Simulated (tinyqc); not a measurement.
Resistance of a tapered via with liner, size effect and interface: one step of the calculation.

A round via whose diameter grows from db at the bottom as D(z) = db + 2 z/tan(ang). The fill, of diameter D - 2 tl, starts above the bottom liner (thickness fb tl) and has rho = rho0 (1 + ks lam/(D - 2 tl)); the sidewall liner conducts in parallel with it. The bottom liner and the interface are crossed over the full area pi db^2/4. Spreading in the lines above and below is left out.

Task. Slices of the via. Slices between z0 = fb tl and hv, evaluated at their midpoints: conductance per length pi/4 [(D - 2 tl)^2/rho + (D^2 - (D - 2 tl)^2)/rl], slice resistance = slice height over that. 7 slices.

Inputs (values chosen for the exercise); fill metal close to cobalt:

| symbol | value | unit | meaning |
|---|---|---|---|
| db | 28 | nm | diameter at the bottom |
| hv | 52 | nm | height |
| ang | 87 | degrees | sidewall angle |
| rho0 | 6.38 | uohm cm | bulk resistivity of the fill |
| lam | 11.8 | nm | mean free path of the fill |
| ks | 0.7 |  | size-effect factor |
| tl | 1.7 | nm | liner on the sidewall |
| fb | 1 |  | liner at the bottom over that on the sidewall |
| rl | 210 | uohm cm | resistivity of the liner |

Find: z; D; rho; slice resistance.

Result.

```
slice  z (nm)  D (nm)  rho (uohm cm)  slice resistance (ohm)
0       5.293   28.55          8.475                   1.211
1       12.48   29.31          8.414                   1.134
2       19.66   30.06          8.357                   1.064
3       26.85   30.81          8.302                   1.000
4       34.04   31.57          8.251                  0.9420
5       41.22   32.32          8.202                  0.8886
6       48.41   33.07          8.156                  0.8395
```

tinyqc, about 0.01 s, one thread, Intel Xeon 2.30GHz (shared host): `OMP_NUM_THREADS=1 python tinyqc.py 2750195 2750196 out.jsonl`
